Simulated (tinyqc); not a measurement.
Trap in a gate oxide as a short-range spherical well, step by step. Values are carried at full precision from step to step, so a last printed digit may differ when a step is redone from the rounded ones.

A spherical well of radius R and depth V0 below the conduction edge, one mass m, c = hbar^2/2m0. The s level at binding Et solves k cot(k R) = -kappa with k = sqrt(m (V0 - Et)/c), kappa = sqrt(m Et/c); it exists for V0 > Vc = c (pi/2R)^2/m. Outside, psi falls as exp(-kappa r)/r.

Constants: hbar^2/2m0 = 3.80998211 eV angstrom^2; fine-structure constant alpha = 0.007297352564; hc = 1239.841984 eV nm; kB = 8.617333262e-05 eV/K.

Inputs chosen for the exercise (near those of SiO2 on Si; shifted at random, so the results belong to these values and not to a real crystal):
```
symbol  value  unit       meaning
R       4.2    angstrom   radius of the well
V0      4.8    eV         depth of the well
m       0.431  m0         mass
n_r     1.45              refractive index
dEc     3.06   eV         conduction offset to the channel
Fox     2.4    MV/cm      oxide field, lowering levels away from the channel
t0      0.76   x 1e-11 s  time constant at the interface
T       200    K          temperature
EF      0.08   eV         Fermi level above the channel edge
x       15     angstrom   depth of the trap
```

## The bound level

Solve for Et; the share outside is [sin^2(kR)/(2 kappa)]/[sin^2(kR)/(2 kappa) + R/2 - sin(2kR)/(4k)].

Et = 2.1431 eV
k = 0.5482 1/angstrom
kappa = 0.4924 1/angstrom
share outside = 0.180
Vc = 1.236 eV

The well is 3.88 times the critical depth. Since dEt/dV0 equals the share inside, 0.82, a 1 % change of V0 moves Et by 1.8 %. The decay length is 2.0 angstrom, 0.5 times R.

## Peak of the photo-ionisation cross-section

Lucovsky model (delta well, plane-wave final states, no local-field factor): sigma = (32 pi alpha c/(3 n_r m Et)) (x - 1)^(3/2)/x^3, x = h nu/Et, c = hbar^2/2m0; 1 angstrom^2 = 1e-16 cm^2.

The maximum lies at x = 2. Give the photon energy, its wavelength and sigma there.

h nu = 4.286 eV
wavelength = 289 nm
sigma = 8.70 x 1e-18 cm^2

With 18 % of the state outside the well the delta-well form is only a rough model of this centre.

## Level, tunnelling time and occupation

Energies from the conduction edge of the channel. The trap level at depth x is E_T = dEc - Et - e Fox x (1 MV/cm = 0.01 eV/angstrom). An electron at the channel edge tunnels with the WKB exponent S = (4/3) sqrt(m/c) [dEc^(3/2) - (dEc - e Fox x)^(3/2)]/(e Fox), c = hbar^2/2m0; tau = t0 exp(S); the occupation is f = 1/(1 + exp((E_T - EF)/kB T)), tau_c = tau/f and tau_e = tau/(1 - f). Lattice relaxation is left out; a level below the channel edge needs phonons as well, so tau is then a lower bound, while a level above it can also empty elastically at its own energy, through a thinner barrier, faster than this tau.

Give E_T, S, tau and ln(tau_c/tau_e) = (E_T - EF)/kB T.

E_T = 0.557 eV
S = 17.121
tau = 0.000207 s
ln(tau_c/tau_e) = 27.7

The level lies 28 kB T above EF, so the trap is mostly empty. A flat barrier would give S = 2 sqrt(m dEc/c) x = 17.65.

## Checks

- Et from the radial equation on a grid against the matching condition, eV: both 2.14.

tinyqc: `OMP_NUM_THREADS=1 python tinyqc.py 1282484 1282485 out.jsonl`; about 0.01 s, one thread, shared Intel(R) Xeon(R) Processor @ 2.30GHz.
